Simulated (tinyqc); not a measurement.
Read current of a NAND string, cells in series solved by shooting: read current against the number of cells.

Cells in series, numbered from 0 at the source line (0 V) to the bit line, each followed by a gap resistance Rg. A cell with gate Vg, threshold VT, source Vs and drain Vd passes I = 2 nf K Vt^2 [F(Vs) - F(Vd)]/(1 + th max(Vg - VT, 0)), F(V) = ln^2(1 + exp((Vg - VT - nf V)/(2 nf Vt))). The selected cell has Vg = Vr, the others Vg = Vp.

For a trial current I start at 0 V and, cell by cell, solve for the drain: sqrt(F(Vd)) = sqrt(F(Vs) - I/k), k = 2 nf K Vt^2/(1 + th max(Vg - VT, 0)), Vd = [Vg - VT - 2 nf Vt ln(exp(sqrt F) - 1)]/nf, then add I Rg. The string current is the I for which the last node reaches Vbl. The apparent threshold is the Vr at which I = Is. Background: all other cells erased (VT = Ve) or all in the highest state (VT = Vh); ratio and shift are high over erased and high minus erased. The selected cell is in the middle, cell n/2.

Parameters, values chosen for the exercise; values of the order met in vertical NAND strings:
- T = 300 K (temperature)
- K = 18 uA/V^2 (gain factor of a cell)
- nf = 1.5 (slope factor)
- th = 0.11 1/V (mobility reduction factor)
- Rg = 10 kohm (resistance of the gap between cells)
- Vbl = 0.5 V (bit-line voltage)
- Vp = 6.8 V (pass voltage)
- Ve = -1.2 V (threshold of an erased cell)
- Vh = 3.3 V (threshold of the highest state)
- Vx = 1.7 V (threshold of the selected cell)
- Is = 50 nA (sensing current)
- Vr = 3.11 V (read voltage on the selected word line)

Constants: q = 1.602176634e-19 C, kB = 1.380649e-23 J/K, Vt = kB T/q. Results are converted to the units shown.

Read current against the number of cells:

| n | I, others erased (uA) | I, others high (uA) | ratio | apparent VT, erased (V) | apparent VT, high (V) | background shift (mV) |
|---|---|---|---|---|---|---|
| 8 | 2.096 | 1.590 | 0.7587 | 1.770 | 1.773 | 2.705 |
| 16 | 1.169 | 0.8459 | 0.7235 | 1.777 | 1.783 | 5.425 |
| 32 | 0.6199 | 0.4366 | 0.7043 | 1.791 | 1.802 | 10.91 |
| 64 | 0.3195 | 0.2218 | 0.6942 | 1.819 | 1.841 | 22.06 |
| 96 | 0.2152 | 0.1487 | 0.6908 | 1.847 | 1.880 | 33.47 |
| 128 | 0.1622 | 0.1118 | 0.6891 | 1.875 | 1.920 | 45.15 |
| 192 | 0.1087 | 0.07474 | 0.6874 | 1.931 | 2.001 | 69.65 |

What does the comparison show?

With erased neighbours the current falls from 2.10 to 0.109 uA, as n^(-0.84) between the first two rows and n^(-0.99) between the last two (-1 once the series resistance rules). The ratio falls from 0.759 to 0.687 and the background shift rises from 2.70 to 69.7 mV.

Program tinyqc, `OMP_NUM_THREADS=1 python tinyqc.py 2142041 2142042 out.jsonl`; Intel Xeon 2.30GHz, shared host, one thread, about 0.8 s.
